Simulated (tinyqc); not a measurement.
# Insulator thickness and V0 from two charges

Inverse problem. In an undoped wire Vg - V0 = Q/Cox + Vt ln(Q/Q0) + Vt ln(1 + Q/Q0) at the source, with Q0 = 4 eps0 eps_r Vt/R and Cox = eps0 eox/(R ln(1 + tox/R)). Find Cox, tox and V0.

Values chosen for this exercise; material values close to those of silicon: temperature T = 300 K; relative permittivity of the semiconductor eps_r = 11.7; relative permittivity of the gate insulator eox = 9.27; wire radius R = 20 nm.

Constants: q = 1.602176634e-19 C, kB = 1.380649e-23 J/K, Vt = kB T/q, eps0 = 8.8541878128e-14 F/cm where lengths are in cm. Results are converted to the units shown.

Qs at Vg = 0.92 and 1.32 V (nC/cm^2): 319.93427  861.41026

Answer. The two equations are linear in 1/Cox and V0; tox follows by inverting the logarithm.

Cox = 1.54 uF/cm^2
tox = 6.10 nm
V0 = 0.616 V

tinyqc, about 0.04 s, one thread, Intel Xeon 2.30GHz (shared host): `OMP_NUM_THREADS=1 python tinyqc.py 2460126 2460127 out.jsonl`
